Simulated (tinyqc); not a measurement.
Hot electrons in a saturated n-channel MOSFET, lucky-electron model: one step of the calculation.

Beyond pinch-off the lateral field grows as Esat cosh(y/l) over the velocity-saturated region (pseudo-two-dimensional model). Impact ionisation in this region gives the substrate current, which biases the body forward through Rsub. Currents are per width. Local-field laws: they overstate ionisation when the field peak is narrower than an energy relaxation length.

Task. Length and field scales. Cox = 3.9 eps0/tox, l = sqrt(3 tox xj), Esat = 2 vs/mu.

Values chosen for this exercise; values close to those of silicon n-channel devices:
- L = 0.25 um (channel length)
- tox = 5.2 nm (oxide thickness)
- xj = 98 nm (junction depth)
- mu = 320 cm^2/(V s) (effective mobility)
- vs = 7.4e6 cm/s (saturation velocity)

Constants: eps0 = 8.8541878128e-14 F/cm where lengths are in cm. Results are converted to the units shown.

Wanted: Cox; l; Esat; Esat L.

Result.

Cox = 0.6641 uF/cm^2
l = 39.10 nm
Esat = 0.04625 MV/cm
Esat L = 1.156 V

Numbers from tinyqc (`OMP_NUM_THREADS=1 python tinyqc.py 2550030 2550031 out.jsonl`; about 0.01 s on one thread of a shared Intel Xeon 2.30GHz).
